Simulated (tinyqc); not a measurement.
Equilibrium crystal shape, supported particles, Gibbs-Thomson effect and coarsening: one step, computed by the program tinyqc. Command: `OMP_NUM_THREADS=1 python tinyqc.py 3000041 3000042 out.jsonl wulff walk`. One thread of a shared host (Intel(R) Xeon(R) Processor @ 2.30GHz), about 0.04 s of CPU time with the checks.

A cubic crystal bounded by {100}, {110} and {111} facets only.

Problem. The Wulff shape. Wulff construction: the facet planes lie at distances lambda gamma from the centre, and the shape is the region inside all of them; V = (1/3) sum of area x distance. gamma_mean = sum A gamma / sum A; shape factor eta = A/V^(2/3) (4.836 for a sphere). lambda follows from V = N Omega.

Inputs (values chosen for the exercise, for a model metal): atoms in the particle N = 630.

gamma (J/m^2): (100) 0.912823, (110) 0.889034, (111) 1.088840

Omega = 14.18631 angstrom^3

Constants: e = 1.602176634e-19 C.

Give: area fractions; gamma_mean; shape factor eta; distances of the planes from the centre; surface energy per atom.

Solution.

area fractions: {100} 0.23277, {110} 0.76723, {111} 0.00000

gamma_mean = 0.89457 J/m^2

shape factor eta = 5.1625

distances of the planes from the centre (nm): {100} 1.2306, {110} 1.1985, {111} 1.4679

surface energy per atom = 0.19704 eV

Present: {100}, {110}. Caution: below a few thousand atoms edges and corners add to the energy and facets hold few atoms.
